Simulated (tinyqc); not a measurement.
Worked calculation: bound state in one dimension: Numerov shooting, finite differences, DVR. Computed by tinyqc, a small Python program that keeps every step. Settings: points = 64. Command: `OMP_NUM_THREADS=1 python tinyqc.py 22351 22352 out.jsonl` (the two numbers bound the seeds that draw the settings). One thread of a shared host (Intel(R) Xeon(R) Processor @ 2.60GHz), about 0.01 s of CPU time with the checks.

## Numerov steps at E = 0.1

One particle of mass 1 in V = 7.42 (1 - exp(-0.46 x))^2 (atomic units), psi = 0 at both ends:
```
parameter                 value
left end              -1.600000
right end                     7
intervals                    64
h                      0.134375
state sought (nodes)          1
```

k_i = 2 m (E - V_i); (1 + h^2 k_(i+1)/12) y_(i+1) = 2 (1 - 5 h^2 k_i/12) y_i - (1 + h^2 k_(i-1)/12) y_(i-1), from y_0 = 0, y_1 = 0.001.

Points along the way:
```
i         x       V         k       y
0   -1.6000  8.7764  -17.3528  0.0000
1   -1.4656  6.8730  -13.5461  0.0010
2   -1.3313  5.2957  -10.3913  0.0022
3   -1.1969  4.0001   -7.8001  0.0039
4   -1.0625  2.9476   -5.6952  0.0061
5   -0.9281  2.1044   -4.0089  0.0089
21   1.2219  1.3718   -2.5435  0.1063
22   1.3562  1.5984   -2.9969  0.1255
23   1.4906  1.8273   -3.4547  0.1517
24   1.6250  2.0565   -3.9129  0.1873
25   1.7594  2.2842   -4.3684  0.2364
26   1.8938  2.5092   -4.8184  0.3043
```

## Bisection on the node count

With more sign changes than the state has nodes (the last point included) the energy is too high, else too low; the bracket starts as 0.1 to 10.

Trials:
```
trial         E  sign changes  y at the right end   next
1      5.050000             4            1.62e-01  lower
2      2.575000             2            2.35e+02  lower
3      1.337500             1           -2.94e+04  raise
4      1.956250             1           -4.43e+03  raise
5      2.265625             1           -7.12e+02  raise
6      2.420313             1           -3.93e+01  raise
7      2.497656             2            1.34e+02  lower
8      2.458984             2            5.80e+01  lower
9      2.439648             2            1.22e+01  lower
10     2.429980             1           -1.28e+01  raise
11     2.434814             1           -1.42e-01  raise
12     2.437231             2            6.06e+00  lower
13     2.436023             2            2.97e+00  lower
14     2.435419             2            1.42e+00  lower
...         ...           ...                 ...    ...
28     2.434870             2            7.09e-05  lower
29     2.434870             2            2.32e-05  lower
30     2.434870             1           -6.31e-07  raise
```

eigenvalue = 2.434870 hartree

## The same grid by other methods

Three-point finite differences and the sine-DVR kinetic matrix of Colbert and Miller on the same points.

Lowest levels (hartree):
```
state  finite differences     DVR
0                  0.8617  0.8632
1                  2.4285  2.4349
2                  3.7874  3.8007
3                  4.9344  4.9537
```
